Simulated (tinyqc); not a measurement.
Inside a calculation. Method: plane-wave Kohn-Sham cycle with exchange-only LDA in a layered model solid. One step of it, computed by the program tinyqc.

Question. Iteration 1: potential. V_H(G) = 4 pi rho(G)/G^2 for G != 0 (uniform background); v_x = -(3 rho/pi)^(1/3); V = V_ext + V_H + v_x; Fourier components f(G_m) = (1/N) sum_j f(x_j) exp(-i G_m x_j).

A solid whose potential varies along x alone (atomic units):
```
parameter                      value
period a                   15.900000
cross-section of the cell  11.000000
electrons per cell                 2
grid points                       16
plane waves -n..n, n               2
k points                           3
V1 in V1 cos(2 pi x/a)     -0.680000
V2 in V2 cos(4 pi x/a)      0.050000
```

density at the start, on the grid x_j = j a/N (e/bohr^3): [0.01143511, 0.01143511, 0.01143511, 0.01143511, 0.01143511, 0.01143511, 0.01143511, 0.01143511, 0.01143511, 0.01143511, 0.01143511, 0.01143511, 0.01143511, 0.01143511, 0.01143511, 0.01143511]

Give: Potentials on the grid; V(G_m), m = 0, 1, 2, ....

Answer.

Potentials on the grid (hartree):
```
x        V_ext    V_H     v_x         V
0.000   -0.630  0.000  -0.222    -0.852
0.994   -0.593  0.000  -0.222    -0.815
1.988   -0.481  0.000  -0.222    -0.703
2.981   -0.296  0.000  -0.222    -0.517
3.975   -0.050  0.000  -0.222    -0.272
4.969    0.225  0.000  -0.222  3.01e-03
5.963    0.481  0.000  -0.222     0.259
6.956    0.664  0.000  -0.222     0.442
7.950    0.730  0.000  -0.222     0.508
8.944    0.664  0.000  -0.222     0.442
9.938    0.481  0.000  -0.222     0.259
10.931   0.225  0.000  -0.222  3.01e-03
11.925  -0.050  0.000  -0.222    -0.272
12.919  -0.296  0.000  -0.222    -0.517
13.912  -0.481  0.000  -0.222    -0.703
14.906  -0.593  0.000  -0.222    -0.815
```

V(G_m), m = 0, 1, 2, ... (hartree): [-0.222, -0.340, 0.025, 0.000, 0.000]
